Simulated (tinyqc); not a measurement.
Surface photovoltage measurement of the minority-carrier diffusion length in a wafer: one step, computed by the program tinyqc. Command: `OMP_NUM_THREADS=1 python tinyqc.py 3130593 3130594 out.jsonl spv walk`. One thread of a shared host (Intel(R) Xeon(R) Processor @ 2.30GHz), about 0.01 s of CPU time with the checks.

Low injection, steady light, a depletion layer much thinner than 1/alpha and L. The excess density dn is taken at the front edge of the neutral region; light that reaches the back is lost.

Question. One wavelength. alpha = (84.732/lambda - 76.417)^2 per cm with lambda in micrometre (an empirical fit for silicon between 0.7 and 1.05 micrometre). Thick wafer: dn = Phi L/((S_f + D/L)(L + 1/alpha)). Finite wafer, with s = S_b L/D, w = W/L, a = alpha L: dn = [Phi a/(a^2 - 1)] [a - B - exp(-alpha W)(a - s)/(cosh w + s sinh w)]/(S_f + B D/L), B = (sinh w + s cosh w)/(cosh w + s sinh w). Photovoltage V = (k_B T/e) ln(1 + dn/n_0). Lifetime = L^2/D.

Inputs (values chosen for the exercise, modelled on p-type silicon at room temperature):

| quantity | value | unit |
|---|---|---|
| diffusion length L | 460 | micrometre |
| wafer thickness W | 525 | micrometre |
| diffusivity D | 29.6 | cm^2/s |
| front recombination velocity S_f | 820 | cm/s |
| back recombination velocity S_b | 43000 | cm/s |
| photon flux entering | 3.5e+12 | 1/(cm^2 s) |
| minority density at the surface barrier scale n_0 | 2e+08 | 1/cm^3 |
| temperature T | 298 | K |
| wavelength | 833 | nm |

Constants: k_B = 8.617333262e-05 eV/K.

Give: alpha; penetration depth 1/alpha; dn, thick wafer; B; dn, finite wafer; photovoltage V; lifetime.

Answer.

alpha = 640.2 1/cm

penetration depth 1/alpha = 15.62 micrometre

dn, thick wafer = 2.313e+09 1/cm^3

B = 1.220

dn, finite wafer = 2.093e+09 1/cm^3

photovoltage V = 62.64 mV

lifetime = 71.49 microsecond

Caution: dn is not small against n_0, so V is not linear in the flux; the constant-flux reading then needs dn, not V.
